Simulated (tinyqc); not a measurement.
Worked calculation: WKB tunnelling through a gate dielectric with a two-band (Franz) dispersion. Values are carried at full precision from step to step, so a last printed digit may differ when a step is redone from the rounded ones.

Constants: hbar^2/2m0 = 3.80998211 eV angstrom^2.

Values chosen for the exercise (of the size used for SiO2 on silicon; shifted at random, so the results belong to these values and not to a real crystal):
- phi = 3.32 eV (barrier above the electron energy at the emitter)
- t = 34 angstrom (thickness)
- V = 1.2 V (voltage across the layer)
- Eg = 9.29 eV (gap of the dielectric)
- m = 0.45 m0 (mass at the conduction edge)

## Shape of the barrier

Field V/t (1 V/angstrom = 100 MV/cm), the end of the forbidden region x_e = min(t, phi t/V), and u there.

field = 3.53 MV/cm
x_e = 34.00 angstrom
u(x_e) = 2.120 eV

V < phi: a trapezoid, direct tunnelling through the whole layer.

## Decay constant through the layer

At depth x the conduction edge lies u(x) = phi - V x/t above the electron. Parabolic: kappa = sqrt(m u/c). Franz: kappa = sqrt(m u (1 - u/Eg)/c), which vanishes at both band edges. c = hbar^2/2m0. T = exp(-2 integral of kappa dx) over the region u > 0; no image force, no prefactor, zero transverse momentum. The region ends at x_e = min(t, phi t/V); x_e < t is the Fowler-Nordheim regime.

Nine points x = j x_e/8.

kappa (1/angstrom):
```
x (angstrom)  u (eV)  parabolic   Franz
0.000         3.3200     0.6262  0.5020
4.250         3.1700     0.6119  0.4966
8.500         3.0200     0.5972  0.4907
12.750        2.8700     0.5822  0.4840
17.000        2.7200     0.5668  0.4767
21.250        2.5700     0.5509  0.4686
25.500        2.4200     0.5346  0.4598
29.750        2.2700     0.5178  0.4501
34.000        2.1200     0.5004  0.4396
```

At the emitter the Franz value is 19.8 % below the parabolic one, the factor sqrt(1 - phi/Eg).

## The integrals by Simpson's rule

Weights 1, 4, 2, 4, 2, 4, 2, 4, 1 times a third of the spacing.

integral of kappa dx: parabolic 19.232, Franz 16.140

## The integrals in closed form

Parabolic: (2/3) sqrt(m/c) (t/V) (phi^(3/2) - u_e^(3/2)). Franz: sqrt(m/c) Eg^(3/2) (t/V) (f(phi/Eg) - f(u_e/Eg)) with f(y) = ((2y - 1) sqrt(y (1 - y)) + arcsin(sqrt y))/4. u_e = max(phi - V, 0). T = exp(-2 I).

integral of kappa dx: parabolic 19.2317, Franz 16.1402

T: parabolic 1.97e-17, Franz 9.57e-15

The two-band dispersion raises T by a factor 485.

## Checks

- Franz integral in closed form against adaptive quadrature: both 16.1402.

tinyqc: `OMP_NUM_THREADS=1 python tinyqc.py 1481408 1481409 out.jsonl`; about 0.01 s, one thread, shared Intel(R) Xeon(R) Processor @ 2.30GHz.
